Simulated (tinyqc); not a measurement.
Mobility of a non-polar semiconductor in the relaxation-time approximation. From one set of inputs to another, one input at a time. Computed by tinyqc, a small Python program. Command: `OMP_NUM_THREADS=1 python tinyqc.py 3027610 3027611 out.jsonl rta ladder`. One thread of a shared host (Intel(R) Xeon(R) Processor @ 2.30GHz), about 0.02 s of CPU time with the checks.

Each valley is treated as a sphere of mass m_d for states and rates, with one isotropic relaxation time; the conductivity mass m_c sets the current.

The inputs printed are set A. Set A is modelled on electrons in silicon; the values taken over come from a set modelled on holes in silicon. Inputs not listed in the table keep their values of set A, so the rows need not describe a real material.

Inputs (values chosen for the exercise, modelled on electrons in silicon):
```
quantity,value,unit
longitudinal mass m_l,0.894,m_0
transverse mass m_t,0.185,m_0
equivalent valleys Z,6,-
static permittivity eps_s,11.7,-
density rho,2329,kg/m^3
sound velocity v_l,8900,m/s
acoustic deformation potential D_A,10,eV
phonon energy hbar w,57.5,meV
optical or intervalley deformation potential D_o,5.6,1e8 eV/cm
final valleys Z_f,5,-
carrier density n,5.1e+17,1/cm^3
compensation ratio C,0,-
temperature T,200,K
alloy fraction x,0.12,-
alloy potential U,1.3,eV
lattice constant a,5.54,angstrom
```

Band: parabolic. Impurity formula: Brooks-Herring. Further scattering: alloy.

Constants: k_B = 8.617333262e-05 eV/K; m_0 = 9.1093837015e-31 kg; e = 1.602176634e-19 C; hbar = 1.054571817e-34 J s; eps_0 = 8.8541878128e-12 F/m; k_B = 1.380649e-23 J/K; hbar = 6.582119569e-16 eV s.

Method:
- m_d = (m_l m_t^2)^(1/3); 1/m_c = (1/m_l + 2/m_t)/3; Hall mass factor A = 3 K_m (K_m + 2)/(2 K_m + 1)^2, K_m = m_l/m_t; N_I = n (1 + C)/(1 - C).
- Parabolic band: E = hbar^2 k^2/(2 m), speed v = hbar k/m, states per spin, volume and energy g(E) = m k/(2 pi^2 hbar^2). Here m = m_d. Masses are multiplied by m_0 and all formulas are in SI units.
- The reduced Fermi level eta = E_F/(k_B T) solves n = 2 Z int g f dE with f = 1/(1 + exp(x - eta)) (Z = 1 unless valleys are given); screening length L_s = sqrt(eps_s eps_0 k_B T/(e^2 dn/deta)), dn/deta = 2 Z int g f (1 - f) dE.
- Integrals over x = E/(k_B T) use 160 Gauss-Legendre points in u = sqrt(x) from 0 to sqrt(max(eta, 0) + 32).
- Phonon occupation N_q = 1/(exp(hbar w/(k_B T)) - 1).
- Acoustic deformation potential (elastic, equipartition, absorption and emission together): 1/tau = 2 pi k_B T D_A^2 g(E)/(hbar rho v_l^2).
- Optical or intervalley deformation potential: 1/tau = (pi Z_f D_o^2/(rho w)) [N_q g(E + hbar w) + (N_q + 1) g(E - hbar w)], with g = 0 below the band edge.
- Each optical term is multiplied by (1 - f(E'))/(1 - f(E)), E' the final energy, for Pauli blocking.
- Singly charged impurities, momentum relaxation: 1/tau = N_I e^4 m (1 + 2 alpha E) Phi/(8 pi (eps_s eps_0)^2 hbar^3 k^3), with alpha = 0 for a parabolic band.
- Brooks-Herring: Phi = ln(1 + b) - b/(1 + b), b = 4 k^2 L_s^2.
- Alloy disorder: 1/tau = (2 pi/hbar) Omega x (1 - x) U^2 g(E), Omega = a^3/4 (other conventions for Omega rescale U).
- mu = (m_d/m_c) (2 Z e/(3 n k_B T)) int g v^2 tau f (1 - f) dE.
- Averages over x are split at the emission threshold x_0 = hbar w/(k_B T): 64 Gauss-Legendre points in sqrt(x) below it and 128 in sqrt(x - x_0) above it, up to x = max(eta, 0) + 32.
- Rates are added at each energy before the average. With <y> = int g v^2 y f (1 - f) dE: Hall factor r_H = A (3 n k_B T/(2 Z m_d)) <tau^2/(1 + 2 alpha E)>/<tau>^2 (alpha = 0 for a parabolic band); Hall mobility r_H mu; |S| = (k_B/e) (<x tau>/<tau> - eta); resistivity 1/(n e mu).

Each row keeps all changes above it:
```
input moved,from,to,drift mobility mu (cm^2/(V s)),Seebeck coefficient |S| (microvolt/K),resistivity (ohm cm)
set A,-,-,423.3,495.34,0.028908
optical or intervalley deformation potential D_o (1e8 eV/cm),5.6,8.4,401.7,488.38,0.030462
phonon energy hbar w (meV),57.5,62.8,414.1,491.32,0.029556
longitudinal mass m_l (m_0),0.894,0.487,542.4,470.83,0.022565
sound velocity v_l (m/s),8900,9240,546.0,470.97,0.022414
alloy potential U (eV),1.3,0.49,947.6,483.40,0.012915
acoustic deformation potential D_A (eV),10,5,1086.9,486.72,0.011259
carrier density n (1/cm^3),5.1e+17,3.9e+17,1201.7,507.37,0.013317
```

Drift mobility mu goes from 423 to 1200, a factor 2.84 in all. The largest single move comes from alloy potential U (a factor 1.74). Seebeck coefficient |S| goes from 495 to 507, a factor 1.024 in all. The largest single move comes from longitudinal mass m_l (a factor 0.958), but it runs against the net change; the largest move in the direction of the net change is carrier density n (a factor 1.04). Resistivity goes from 0.0289 to 0.0133, a factor 0.461 in all. The largest single move comes from alloy potential U (a factor 0.576), and carrier density n works against it (a factor 1.18). The single moves hold for this order of the switches; the total does not depend on the order.

Extremes, crossings and ranges named in words are read from the listed rows.
